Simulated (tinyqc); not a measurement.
A chain with a side-coupled site and dephasing by Buettiker voltage probes: one step of the calculation.

Sites 1 to 4 form a chain with hopping -t, and site 5 hangs on site 1 by -ts. Lead L joins site 1 and lead R site 4, both semi-infinite chains with hopping -t and site energy 0. Every site carries a probe with self-energy -i Gamma_p/2 that draws no net current. Linear response at zero temperature: mu_L = 1, mu_R = 0 in units of the bias.

Problem. Green function. Sigma = t^2 g(E), g(x) = (x - i sqrt(4 t^2 - x^2))/(2 t^2) for |x| < 2 t and (x - sign(x) sqrt(x^2 - 4 t^2))/(2 t^2) otherwise; Gamma = -2 Im Sigma; G = (E - H - Sigma_L - Sigma_R + i Gamma_p/2)^(-1).

Inputs (values chosen for the exercise):
```
symbol,value,unit,meaning
t,1,eV,hopping (matrix element -t)
U,"[0, 0, 0, 0, -0.85]",eV,site energies 1 to N
E,-0.85,eV,Fermi energy
gp,0.19,eV,probe broadening Gamma_p
ts,0.94,eV,hopping from site 1 to the side site 5
```

Give: Sigma; Gamma; G.

Solution.

Sigma = -0.4250-0.9052i eV
Gamma = 1.810 eV

G (1/eV):
```
,1,2,3,4,5
1,0.000-0.089i,0.080-0.036i,0.065+0.051i,-0.020+0.073i,0.884-0.002i
2,0.080-0.036i,-0.336-0.839i,0.555-0.645i,0.746+0.238i,0.355+0.791i
3,0.065+0.051i,0.555-0.645i,0.346-0.652i,0.677+0.058i,-0.507+0.641i
4,-0.020+0.073i,0.746+0.238i,0.677+0.058i,-0.165-0.253i,-0.725-0.198i
5,0.884-0.002i,0.355+0.791i,-0.507+0.641i,-0.725-0.198i,0.020-1.783i
```

tinyqc, about 0.01 s, one thread, Intel Xeon 2.30GHz (shared host): `OMP_NUM_THREADS=1 python tinyqc.py 2700023 2700024 out.jsonl`
